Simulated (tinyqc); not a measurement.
Inside a calculation. Method: Ewald sum of point charges, simple cubic lattice in a neutralising background. Computed by tinyqc, a small Python program that keeps every step. Command: `OMP_NUM_THREADS=1 python tinyqc.py 22681 22682 out.jsonl` (the two numbers bound the seeds that draw the settings). One thread of a shared host (Intel(R) Xeon(R) Processor @ 2.60GHz), about 0.03 s of CPU time with the checks.

## Ewald sum with eta = 0.453 1/bohr

cell vectors (rows) (bohr):
```
          1         2         3
1  8.200000  0.000000  0.000000
2  0.000000  8.200000  0.000000
3  0.000000  0.000000  8.200000
```

Charges:

| q | f1 | f2 | f3 |
|---|---|---|---|
| 1.000000 | 0.000000 | 0.000000 | 0.000000 |

Real space: 1/2 sum q_i q_j erfc(eta r)/r over all images with r > 0; reciprocal space: (2 pi/V) sum_(G != 0) exp(-G^2/4 eta^2)/G^2 |S(G)|^2 with S(G) = sum q exp(i G.r); self term -eta/sqrt(pi) sum q^2; background -pi Q^2/(2 V eta^2), Q the total charge.

Real-space shells (first ones):

| r (bohr) | pairs | sum (hartree) |
|---|---|---|
| 8.200000 | 6 | 5.47e-08 |
| 11.596551 | 12 | 0 |

Reciprocal shells (first ones that count):

| G^2 (1/bohr^2) | vectors | sum (hartree) |
|---|---|---|
| 0.587127 | 6 | 0.056953 |
| 1.174254 | 12 | 0.027853 |
| 1.761381 | 8 | 0.006054 |
| 2.348508 | 6 | 0.001665 |
| 2.935635 | 24 | 0.002606 |
| 3.522762 | 24 | 0.001062 |
| 4.697016 | 12 | 0.000095 |
| 5.284143 | 30 | 0.000104 |
| 5.871270 | 24 | 0.000036 |
| 6.458397 | 24 | 0.000016 |
| 7.045524 | 8 | 2.42e-06 |
| 7.632651 | 24 | 3.28e-06 |

## The total does not depend on eta

The same sums for other eta.

Totals (hartree per cell):

| eta | real | reciprocal | self | background | total |
|---|---|---|---|---|---|
| 0.453000 | 5.47e-08 | 0.096455 | -0.255578 | -0.013883 | -0.17300594 |
| 0.637000 | 0 | 0.193404 | -0.359389 | -0.007021 | -0.17300594 |
| 0.752000 | 0 | 0.256302 | -0.424271 | -0.005038 | -0.17300594 |

shortest distance = 8.200000 bohr
